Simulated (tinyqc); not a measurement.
Rate against temperature: collinear exchange A + BC -> AB + C on a London-Eyring-Polanyi-Sato surface: saddle, string of images and rate. Computed by tinyqc, a small Python program. Command: `OMP_NUM_THREADS=1 python tinyqc.py 3111963 3111964 out.jsonl leps walk`. One thread of a shared host (Intel(R) Xeon(R) Processor @ 2.30GHz), about 0.05 s of CPU time with the checks.

x = r(AB), y = r(BC), r(AC) = x + y. V is counted from separated atoms, the barrier from A + BC, that is V + D(BC).

Inputs (values chosen for the exercise, bond data loosely for abstraction of hydrogen from a Si-H bond by a hydrogen atom; the barrier is not fitted):
```
quantity            value           unit
D(AB)                4.81             eV
r0(AB)              0.742       angstrom
beta(AB)             1.94     1/angstrom
D(BC)                4.01             eV
r0(BC)               1.48       angstrom
beta(BC)             1.52     1/angstrom
D(AC)                3.93             eV
r0(AC)               1.48       angstrom
beta(AC)             1.52     1/angstrom
Sato parameter S     0.17              -
mass of A           1.008              u
mass of B           1.008              u
mass of C           28.09              u
temperature T         300              K
step of the string   0.01  angstrom^2/eV
```

Constants: nu for 1 eV/(angstrom^2 u) = 15.6333042 THz; h x 1 THz = 4.135667696 meV; k_B = 1.380649e-23 J/K; u = 1.6605390666e-27 kg; k_B = 8.617333262e-05 eV/K.

Method:
- For each pair, with u = exp(-beta (r - r0)): Q = D [(3 + S) u^2 - (2 + 6 S) u]/(4 (1 + S)), J = D [(1 + 3 S) u^2 - (6 + 2 S) u]/(4 (1 + S)); V = Q1 + Q2 + Q3 - sqrt(((J1 - J2)^2 + (J2 - J3)^2 + (J3 - J1)^2)/2).
- String of 9 images between the fixed ends (r0(AB) + 2, r0(BC)) and (r0(AB), r0(BC) + 2), started on the two straight legs through (r0(AB) + 0.3, r0(BC) + 0.3): each iteration moves the inner images by -step x gradient (central differences) and spaces them evenly again along the broken line (coordinates are kept between 0.2 and 8 angstrom); stop when no coordinate changes by more than 1e-5 angstrom, at most 400 iterations.
- From the highest inner image, z -> z - H^-1 g with gradient g and Hessian H by central differences, steps capped at 0.15 angstrom, 12 steps.
- Wilson matrix G = [[1/m_A + 1/m_B, -1/m_B], [-1/m_B, 1/m_B + 1/m_C]]; eigenvalues lambda of G H give nu = 15.6333042 THz x sqrt(|lambda|), the negative one being imaginary. Reactant: nu_BC from k = 2 D beta^2 and 1/m_B + 1/m_C. Skew angle: cos = sqrt(m_A m_C/((m_A + m_B)(m_B + m_C))).
- One-dimensional rate constant without tunnelling, k = sqrt(k_B T/(2 pi mu)) [sinh(h nu_BC/(2 k_B T))/sinh(h nu_s/(2 k_B T))] exp(-barrier/(k_B T)) with mu = m_A (m_B + m_C)/(m_A + m_B + m_C); Wigner factor 1 + (h nu_i/(k_B T))^2/24; adiabatic barrier = barrier + h (nu_s - nu_BC)/2.

nu_BC = 68.2193 THz

real frequency at the saddle = 37.8609 THz

barrier = 0.159704 eV

imaginary frequency = 38.6592 THz

adiabatic barrier = 0.0969276 eV

Rates; the last column is k_B T^2 d ln k/dT:
```
T (K)    k (cm/s)  Wigner factor  activation energy (eV)
300    1.5057e+03         2.5937                 0.11022
400    4.4752e+03         1.8964                 0.11577
550    1.1578e+04         1.4741                 0.12586
750    2.4405e+04         1.2550                 0.14085
1000   4.3477e+04         1.1434                 0.15930
1400   7.6755e+04         1.0732                 0.18596
2000   1.2674e+05         1.0359                 0.22070
```

What follows from these numbers?

The activation energy goes from 0.110 eV at 300 K, near the adiabatic barrier plus k_B T/2 (0.110), to 0.221 eV at 2000 K; the classical limit is the barrier plus k_B T/2 (0.246). Caution: the Wigner factor exceeds 2 at T: tunnelling, left out of k, is large and needs a better treatment than this factor.

Extremes, crossings and ranges named in words are read from the listed rows.
